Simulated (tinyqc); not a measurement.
Deep level as a short-range spherical well: one step. The bound level. Four cases, with inputs chosen for the exercise.

Question. Solve for Et; the share outside is [sin^2(kR)/(2 kappa)]/[sin^2(kR)/(2 kappa) + R/2 - sin(2kR)/(4k)].

A spherical well of radius R and depth V0 below the conduction edge, one mass m, c = hbar^2/2m0. The s level at binding Et solves k cot(k R) = -kappa with k = sqrt(m (V0 - Et)/c), kappa = sqrt(m Et/c); it exists for V0 > Vc = c (pi/2R)^2/m. Outside, psi falls as exp(-kappa r)/r.

Constants: hbar^2/2m0 = 3.80998211 eV angstrom^2.

Give: Et; k; kappa; share outside; Vc.

Case 1.

Values chosen (out of a larger set: near those of Ge; not measured data): R = 2.6 angstrom (radius of the well); V0 = 14.52 eV (depth of the well); m = 0.119 m0 (mass).

Answer.

Et = 0.3606 eV
k = 0.6650 1/angstrom
kappa = 0.1061 1/angstrom
share outside = 0.764
Vc = 11.686 eV

The well is 1.24 times the critical depth. Since dEt/dV0 equals the share inside, 0.24, a 1 % change of V0 moves Et by 9.5 %. The decay length is 9.4 angstrom, 3.6 times R.

Case 2.

Values chosen (out of a larger set: near those of GaAs; not measured data): R = 2.5 angstrom (radius of the well); V0 = 26.92 eV (depth of the well); m = 0.065 m0 (mass).

Answer.

Et = 0.3404 eV
k = 0.6734 1/angstrom
kappa = 0.0762 1/angstrom
share outside = 0.829
Vc = 23.140 eV

The well is 1.16 times the critical depth. Since dEt/dV0 equals the share inside, 0.17, a 1 % change of V0 moves Et by 13.5 %. The decay length is 13.1 angstrom, 5.2 times R.

Case 3.

Values chosen (out of a larger set: near those of InP; not measured data): R = 4.5 angstrom (radius of the well); V0 = 7.41 eV (depth of the well); m = 0.08 m0 (mass).

Answer.

Et = 0.2288 eV
k = 0.3883 1/angstrom
kappa = 0.0693 1/angstrom
share outside = 0.739
Vc = 5.803 eV

The well is 1.28 times the critical depth. Since dEt/dV0 equals the share inside, 0.26, a 1 % change of V0 moves Et by 8.5 %. The decay length is 14.4 angstrom, 3.2 times R.

Case 4.

Values chosen (out of a larger set: near those of InP; not measured data): R = 4.4 angstrom (radius of the well); V0 = 8.28 eV (depth of the well); m = 0.084 m0 (mass).

Answer.

Et = 0.5087 eV
k = 0.4139 1/angstrom
kappa = 0.1059 1/angstrom
share outside = 0.640
Vc = 5.781 eV

The well is 1.43 times the critical depth. Since dEt/dV0 equals the share inside, 0.36, a 1 % change of V0 moves Et by 5.9 %. The decay length is 9.4 angstrom, 2.1 times R.

Computed by tinyqc, one run a case: `OMP_NUM_THREADS=1 python tinyqc.py N N+1 out.jsonl` with N = 1281870, 1282264, 1282310, 1282531; one thread of a shared Intel(R) Xeon(R) Processor @ 2.30GHz, about 0.01 s a run at most.
